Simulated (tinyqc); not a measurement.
Gain spectrum: optical gain and spontaneous emission in a bulk direct-gap semiconductor.

Parabolic bands, vertical transitions, no excitons. For each hole band j: mr = me mj/(me + mj); joint density of states J_j(E) = (mr/c)^(3/2) sqrt(E - Eg)/(2 pi^2), both spins, c = hbar^2/2m0; averaged matrix element |e.p|^2 = m0 Ep/6; alpha_j(E) = 4 pi^2 alpha_f c Ep J_j/(3 nr E) in 1/angstrom (alpha_f the fine-structure constant, listed as alpha among the constants), times 1e8 for 1/cm.

F_j(eta) = (1/Gamma(j + 1)) integral_0^infinity x^j dx/(1 + exp(x - eta)), which tends to exp(eta) for eta << 0.

Quasi-Fermi levels: n = Nc F_1/2(Fc/kT) and p = Nv F_1/2(Fv/kT), Fc counted up from the conduction edge and Fv down from the valence edge; Nc, Nv from N = 2 (m kB T/(4 pi c))^(3/2) with c = hbar^2/2m0, in 1/angstrom^3; times 1e24 for 1/cm^3, with me and (mhh^(3/2) + mlh^(3/2))^(2/3).

For band j the electron sits at Ee = (E - Eg) mr/me above its edge and the hole at Eh = (E - Eg) mr/mj; fe = 1/(1 + exp((Ee - Fc)/kT)), fh = 1/(1 + exp((Eh - Fv)/kT)); gain g = sum_j alpha_j (fe + fh - 1).

Constants: hbar^2/2m0 = 3.80998211 eV angstrom^2; fine-structure constant alpha = 0.007297352564; kB = 8.617333262e-05 eV/K.

Parameters, chosen for this exercise (near those of GaN; shifted at random, so the results belong to these values and not to a real crystal): Eg = 3.423 eV (direct gap); me = 0.1955 m0 (electron mass); mhh = 1.396 m0 (heavy-hole mass); mlh = 0.286 m0 (light-hole mass); Ep = 17.6 eV (Kane energy); nr = 2.64 (refractive index); T = 250 K; n = 8.3e+18 1/cm^3 (injected density, n = p).

At the density n.

Spectrum:

| E - Eg (eV) | alpha, empty (1/cm) | fe, heavy | fh, heavy | g (1/cm) |
|---|---|---|---|---|
| 0.005 | 3790 | 0.956 | 0.203 | 594 |
| 0.010 | 5352 | 0.947 | 0.199 | 752 |
| 0.020 | 7547 | 0.922 | 0.190 | 790 |
| 0.030 | 9217 | 0.887 | 0.181 | 574 |
| 0.045 | 11239 | 0.810 | 0.169 | -204 |
| 0.060 | 12922 | 0.699 | 0.157 | -1590 |
| 0.080 | 14836 | 0.507 | 0.143 | -4393 |
| 0.100 | 16493 | 0.313 | 0.129 | -7872 |
| 0.130 | 18646 | 0.118 | 0.111 | -12909 |
| 0.220 | 23657 | 0.003 | 0.070 | -22017 |

Give the missing row, E - Eg (eV) = 0.170.

Computed row:
```
E - Eg (eV)  alpha, empty (1/cm)  fe, heavy  fh, heavy  g (1/cm)
0.170                      21085      0.026      0.091    -17942
```

Fc + Fv = 0.0420 eV

g is positive below E - Eg = 0.0420 eV; the largest value listed is 790 1/cm at 0.020 eV. At 0.220 eV above the gap g is -0.93 times the absorption of the empty crystal, whose limit is -1.

tinyqc: `OMP_NUM_THREADS=1 python tinyqc.py 1652008 1652009 out.jsonl`; about 0.09 s, one thread, shared Intel(R) Xeon(R) Processor @ 2.30GHz.
